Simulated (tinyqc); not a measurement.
What moves the results: free and nearly free electrons in a metal. A value that a table varies takes the place of the one given here.

The cubic cell holds 4 atoms: n = 4 z/a^3, kF = (3 pi^2 n)^(1/3), EF = c kF^2/m, vF = 2 c kF/(m hbar), c = hbar^2/2m0; rs = (3/(4 pi n))^(1/3)/a0; D(EF) = 3 n/(2 EF).

Two plane waves k and k - G, G = (111) (2 pi/a): H = [[c k^2/m, V], [V, c (k - G)^2/m]] with c = hbar^2/2m0.

Square wire of width w with grain size w: rho/rho0 = 1/(1 - 3 al/2 + 3 al^2 - 3 al^3 ln(1 + 1/al)) + (3/4) (1 - p) l/w, with al = (l/w) Rg/(1 - Rg) (Mayadas-Shatzkes plus the thick-wire form of Fuchs-Sondheimer); l = hbar kF/(n e^2 rho), e = 1.602176634e-19 C.

Constants: hbar^2/2m0 = 3.80998211 eV angstrom^2; hbar = 6.58211957e-16 eV s; a0 (Bohr radius) = 0.5291772105 angstrom.

Inputs chosen for the exercise (near those of Cu, whose d bands this model ignores; not measured data):
- a = 3.647 angstrom (fcc lattice constant)
- z = 1 (free electrons an atom)
- m = 1 m0 (mass)
- rho = 1.83 micro-ohm cm (bulk resistivity)
- p = 0 (specularity of the surfaces)
- Rg = 0.23 (reflection at grain boundaries)
- w = 10 nm (wire width)

## When the Fermi surface touches the face

On the face the lower band is E = c (G^2/4 + q^2)/m - V, q along the face. EF is held at its free value. A neck opens where EF > c G^2/(4m) - V, with radius q; the second band fills where EF > c G^2/(4m) + V.

Necks:

| V (eV) | lower band at the face centre (eV) | neck radius (1/angstrom) | radius/kF |
|---|---|---|---|
| 0.2 | 8.281 | - | - |
| 0.5 | 7.981 | - | - |
| 0.8 | 7.681 | - | - |
| 1.1 | 7.381 | - | - |
| 1.4 | 7.081 | - | - |
| 1.8 | 6.681 | 0.2440 | 0.181 |
| 2.2 | 6.281 | 0.4056 | 0.301 |
| 2.6 | 5.881 | 0.5191 | 0.386 |

EF = 6.908 eV
c G^2/(4m) = 8.481 eV

Contact needs V > 1.573 eV. It is first met at V = 1.8 eV of those listed, and the radius then grows as the square root of the excess, to 0.386 kF at 2.6 eV. EF is held at its free value here; a count of states lowers it as V grows, strongly for V of an eV or more, so the threshold is a lower bound, the radii are upper bounds, and some necks may vanish.

## Resistivity of narrow wires

Wires:

| w (nm) | al | grain term (factor - 1) | surface term | rho (micro-ohm cm) |
|---|---|---|---|---|
| 200 | 0.055 | 0.081 | 0.137 | 2.23 |
| 100 | 0.109 | 0.159 | 0.275 | 2.62 |
| 50 | 0.219 | 0.314 | 0.550 | 3.41 |
| 30 | 0.365 | 0.516 | 0.916 | 4.45 |
| 20 | 0.547 | 0.765 | 1.375 | 5.75 |
| 14 | 0.782 | 1.084 | 1.964 | 7.41 |
| 10 | 1.095 | 1.506 | 2.749 | 9.62 |
| 7 | 1.564 | 2.136 | 3.928 | 12.93 |

l = 36.66 nm

At 7 nm the resistivity is 7.06 times the bulk value; surfaces add more (2.14 from grains, 3.93 from surfaces). It passes twice the bulk value between 50 and 30 nm. The surface formula is meant for w above l = 37 nm, so the rows below that are rough.

## What sets the wire resistivity

All results formed anew. Each row changes one parameter from the base and keeps the others.

Results:

| case | EF (eV) | l (nm) | wire rho (micro-ohm cm) |
|---|---|---|---|
| base | 6.908 | 36.66 | 9.617 |
| a = 3.756 angstrom | 6.513 | 38.88 | 10.086 |
| m = 1.2 m0 | 5.757 | 36.66 | 9.617 |
| rho = 2.196 micro-ohm cm | 6.908 | 30.55 | 9.994 |
| p = 0.3 | 6.908 | 36.66 | 8.107 |
| Rg = 0.161 | 6.908 | 36.66 | 8.650 |
| w = 7 nm | 6.908 | 36.66 | 12.927 |

The largest shifts from the base row, up to three for each result and ties (the steps differ in size, so this ranks the rows, not the parameters). EF (eV): m -1.151, a -0.395; unchanged at the printed digits by rho, p, Rg and w. l (nm): rho -6.11, a +2.22; unchanged at the printed digits by m, p, Rg and w. wire rho (micro-ohm cm): w +3.310, p -1.509, Rg -0.967; unchanged at the printed digits by m. The mass drops out of l at given rho, because vF falls and tau rises by the same factor.

tinyqc: `OMP_NUM_THREADS=1 python tinyqc.py 1651940 1651941 out.jsonl`; about 0.01 s, one thread, shared Intel(R) Xeon(R) Processor @ 2.30GHz.
